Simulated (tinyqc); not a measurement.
Single-domain magnet: Stoner-Wohlfarth switching, Neel-Arrhenius retention, LLG dynamics and spin torque: one step, computed by the program tinyqc.

The moment is uniform, with unit vector m; z is the easy axis. mu_0 = 1.25663706212e-6 T m/A, gamma = 1.76085963023e11 rad/(s T).

Problem. Spin-transfer switching. For axial symmetry and a polariser along z: I_c0 = (4 e alpha/(hbar eta)) K_eff V; relaxation time tau_D = (1 + alpha^2)/(alpha gamma mu_0 H_K); thermal start angle theta_0 = 1/sqrt(2 Delta); switching time about tau_D ln(pi/(2 theta_0))/(I/I_c0 - 1); precession frequency gamma mu_0 H_K/(2 pi (1 + alpha^2)).

Inputs (values chosen for the exercise, for a model magnet):

| quantity | value | unit |
|---|---|---|
| temperature T | 450 | K |
| damping alpha | 0.048 | - |
| spin-torque efficiency eta | 0.49 | - |
| drive I/I_c0 | 2.2 | - |

Shape: thin disc, easy axis normal to it.

K_eff = 390.3535 kJ/m^3

volume V = 4645.630 nm^3

stability factor Delta = 291.8817

anisotropy field mu_0 H_K = 0.6147299 T

Constants: e = 1.602176634e-19 C; hbar = 1.054571817e-34 J s.

Give: critical current I_c0; Delta/I_c0; tau_D; switching time, estimate; precession frequency.

Solution.

critical current I_c0 = 1079.5 microampere

Delta/I_c0 = 0.27037 1/microampere

tau_D = 0.19291 ns

switching time, estimate = 0.58456 ns

precession frequency = 17.188 GHz

Caution: a flat cylinder has a smaller N_z than the spheroid of the same t/d, so K_eff of a real disc is larger. Caution: a domain wall can cross the element at lower cost, so the single-domain barrier is an upper bound.
